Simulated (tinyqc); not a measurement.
# Resonant-tunnelling diode, transfer matrices and Tsu-Esaki current, step by step

Computed by the program tinyqc: `OMP_NUM_THREADS=1 python tinyqc.py 2600127 2600128 out.jsonl`, one thread of a shared Intel Xeon 2.30GHz, about 0.2 s for the whole run. Printed values are rounded.

Emitter (band edge 0), barrier d1, well Lw, barrier d2, spacer ds, collector (edge -V). The bias drops linearly over these layers and none in the contacts; each layer is cut into ns equal slices, flat at the value of their centres. E is the energy of motion across the layers, C = hbar^2/(2 m0), psi and psi'/m are continuous. Transport is coherent, T(E) is taken as independent of the transverse momentum, and charge in the well is ignored.

Values chosen for this exercise; masses and offsets of a made-up heterostructure:

| symbol | value | unit | meaning |
|---|---|---|---|
| T | 300 | K | temperature |
| mw | 0.059 | m0 | mass in the well, spacer and contacts |
| U1 | 0.29 | eV | barrier height |
| m1 | 0.088 | m0 | barrier mass |
| d1 | 2.6 | nm | emitter barrier |
| Lw | 6.3 | nm | well width |
| d2 | 2.6 | nm | collector barrier |
| ns | 1 |  | slices in each layer |
| ds | 2.8 | nm | undoped spacer after the collector barrier |
| Ef | 0.05 | eV | Fermi energy of both contacts above their band edges |
| V | 0.11 | V | bias of the collector |
| E | 0.01441 | eV | trial energy |

Constants: q = 1.602176634e-19 C, kB = 1.380649e-23 J/K, hbar = 1.054571817e-34 J s, m0 = 9.1093837015e-31 kg, Vt = kB T/q, hbar^2/(2 m0) = 0.0380998212 eV nm^2. Results are converted to the units shown.

## Slices under bias

U = edge of the layer - V x/Lt at the centre x of each slice, Lt the summed thickness.

```
slice      U (eV)  m (m0)  width (nm)
0       0.2800000   0.088         2.6
1      -0.0442308   0.059         6.3
2       0.2115385   0.088         2.6
3      -0.0992308   0.059         2.8
```

## Running product of the slice matrices at the trial energy

For the pair (psi, psi'/m) a flat layer has M = [[cos kd, (m/k) sin kd], [-(k/m) sin kd, cos kd]] with k = sqrt(m (E - U)/C) above its edge U, and M = [[cosh Kd, (m/K) sinh Kd], [(K/m) sinh Kd, cosh Kd]] with K = sqrt(m (U - E)/C) below it. Later slices stand to the left. With M acting on (psi, psi'/m) and v = k/m in each lead, T(E) = 4 vL vR/[(vL vR M12 - M21)^2 + (vR M11 + vL M22)^2]. vL = sqrt(mw E/C)/mw, vR = sqrt(mw (E + V)/C)/mw.

Product after each layer:
```
                 M11   M12 (nm)  M21 (1/nm)        M22
barrier d1  3.896664  0.4231518    33.51987   3.896664
well        4.959491  0.5861394   -29.63167  -3.300398
barrier d2  3.928054  0.5379590    18.41362   2.776381
spacer      3.905032  0.5678374   -18.65953  -2.457234
```

T(E) = 0.05448099

## Transmission at three energies near the peak

three energies (eV): [0.018258, 0.019658, 0.021058]

The same product at each energy.

T(E) at these energies: [0.5457410, 0.6813586, 0.3173083]

## Breit-Wigner parameters from a parabola through 1/T(E)

Near a resonance 1/T(E) = (1/Tp) [1 + (2 (E - Er)/G)^2]. With y = 1/T(E) at E0 - h, E0, E0 + h: a = (y1 + y3 - 2 y2)/(2 h^2), b = (y3 - y1)/(2 h), Er = E0 - b/(2 a), 1/Tp = y2 - b^2/(4 a), G = 2 sqrt(1/(Tp a)), tau = hbar/G.

Er = 0.01920725 eV
Tp = 0.7344966
G = 3.228144 meV
tau = 203.8979 fs

The true maximum of T(E) lies at 0.019171 eV with height 0.7479 and full width 3.083 meV; the fitted G is 4.7 % above that width.

## Current from the resonance alone

J = J0 times the integral over E > 0 of T(E) N(E), N = ln[(1 + exp((Ef - E)/Vt))/(1 + exp((Ef - V - E)/Vt))], J0 = q^2 mw m0 kB T/(2 pi^2 hbar^3) (times 1e-4 for A/cm^2 per eV). For a sharp resonance J = J0 (pi G/2) Tp N(Er), with Er the peak energy, Tp the peak transmission and G the full width at half maximum (in eV). The three values given are estimates from a parabola through three points of 1/T(E).

J0 = 2.468358e7 A/(cm^2 eV)
N(Er) = 1.410814
J = 129.7002 kA/cm^2

The full integral over T(E) gives 127.5 kA/cm^2; the value above is 1.8 % above it. With the exact position, height and width of the peak (Er = 0.019171 eV, Tp = 0.7479, G = 3.083 meV) the formula is 0.96 % below it.
